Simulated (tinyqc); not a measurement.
Pillar capacitor in an array: capacitance, non-linearity, leakage and relaxation: one step of the calculation.

A film between two metal electrodes, each interface adding a series capacitance ci. The small-signal permittivity is ek (1 + aq E^2); the field is found with the linear permittivity. Leakage J = J0 sinh(E/Ef). After a voltage step the film passes a relaxation current kr C V tt^(-nr), tt being the time in seconds. The sidewall is a coaxial capacitor with radii a = dm/2 and b = dm/2 + t, depth AR dm; the end face is left out.

Question. Cell capacitance, fields and time constant. Per length 1/c = ln(b/a)/(2 pi eps0 ek) + (1/a + 1/b)/(2 pi ci); cell capacitance c AR dm; per footprint over pt^2; fields c V/(2 pi eps0 ek r) at r = a and b; resistance of the inner electrode rho AR dm/(pi a^2); time constant R C/3 of the distributed line.

Parameters, values chosen for the exercise; permittivity of the order of that of tantalum oxide:

| symbol | value | unit | meaning |
|---|---|---|---|
| ek | 24.5 |  | relative permittivity of the film |
| t | 8.1 | nm | film thickness |
| ci | 1000 | uF/cm^2 | capacitance of each electrode interface (dead layer and screening) |
| V | 1.8 | V | bias |
| dm | 69 | nm | diameter of the pillar |
| AR | 10 |  | aspect ratio, depth over diameter |
| pt | 160 | nm | pitch of the square array |
| rho | 530 | uohm cm | resistivity of the inner electrode |

Constants: eps0 = 8.8541878128e-14 F/cm where lengths are in cm. Results are converted to the units shown.

Find: a; b; cell capacitance; capacitance per footprint; field at a; field at b; R; R C/3.

Answer.

a = 34.50 nm
b = 42.60 nm
cell capacitance = 4.435 fF
capacitance per footprint = 17.33 uF/cm^2
field at a = 2.461 MV/cm
field at b = 1.993 MV/cm
R = 0.9780 kohm
R C/3 = 1.446 ps

The array gives 6.50 times the planar capacitance per footprint; curvature makes the field at the inner electrode 1.11 times the planar value.

tinyqc, about 0.01 s, one thread, Intel Xeon 2.30GHz (shared host): `OMP_NUM_THREADS=1 python tinyqc.py 2102085 2102086 out.jsonl`
